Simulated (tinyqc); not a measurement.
# Changing the growth rate G

Model: surface segregation during layer-by-layer epitaxy: two-layer exchange kinetics and the shape of quantum wells and delta layers. Computed by tinyqc, a small Python program. Command: `OMP_NUM_THREADS=1 python tinyqc.py 3018805 3018806 out.jsonl mbeseg sweep`. One thread of a shared host (Intel(R) Xeon(R) Processor @ 2.30GHz), about 0.01 s of CPU time with the checks.

Atoms A and B exchange only between the growing layer and the one below it. B is supplied for N layers, then pure A follows.

Inputs (values chosen for the exercise, close to those used for gallium in AlAs):
```
quantity,value,unit
barrier E1 for B to move up,2.05,eV
segregation energy E_s,0.095,eV
attempt frequency nu,10,THz
share x0 of B in the flux during the well,0.68,-
layers in the well N,4,-
layer thickness,2.83,angstrom
temperature T,640,C
```

Constants: k_B = 8.617333262e-05 eV/K.

Method:
- p1 = nu exp(-E1/(k_B T)) (B up, A down), p2 = nu exp(-(E1 + E_s)/(k_B T)) (B down); time per layer tau = 1/G; K = p1/p2.
- Temperatures in kelvin are T(C) + 273.15.
- Dilute equilibrium share passed up per layer R_eq = K/(1 + K).
- Each layer is deposited complete with B share x_dep and then exchanges for the time tau = 1/G with the layer below, whose share is b (total c = s + b fixed): ds/dt = p1 b (1 - s) - p2 s (1 - b), s(0) = x_dep. With the roots s1 < s2 of the right side, (s - s1)/(s - s2) = [(s(0) - s1)/(s(0) - s2)] exp(-(p1 - p2)(s2 - s1) tau). The lower layer is then buried with c - s, and s becomes the b of the next layer.
- In the dilute tail each layer passes up the share R = R_eq (1 - exp(-(p1 + p2) tau)); decay length = -layer thickness/ln R.
- Index 0 is the last layer of pure A below the well. Share of B outside the intended layers 1..N = 1 - (sum over 1..N)/(N x0).

One run for each value:
```
growth rate G (layers/s),share passed up R,decay length (angstrom),peak share (largest buried share),p1 tau
0.003,0.7698,10.82,0.6429,1.617e+04
0.009,0.7698,10.82,0.6429,5.390e+03
0.03,0.7698,10.82,0.6429,1.617e+03
0.09,0.7698,10.82,0.6429,5.390e+02
0.3,0.7698,10.82,0.6429,1.617e+02
0.9,0.7698,10.82,0.6429,5.390e+01
3,0.7698,10.82,0.6429,1.617e+01
9,0.7691,10.78,0.6431,5.390e+00
30,0.6756,7.22,0.6557,1.617e+00
```

Over the rows, share passed up R falls from 0.770 to 0.676, flat over part of the range; decay length (angstrom) falls from 10.8 to 7.22, flat over part of the range; peak share (largest buried share) rises from 0.643 to 0.656, flat over part of the range. At the low end the exponent of share passed up R is 0.00, close to 0: equilibrium regime. Faster growth buries B before it can move up.

Caution (all rows): two-layer exchange with complete layers is a simplification that can understate segregation at low temperature; desorption, step-edge exchange and surfactants are left out.

Extremes, crossings and ranges named in words are read from the listed rows.
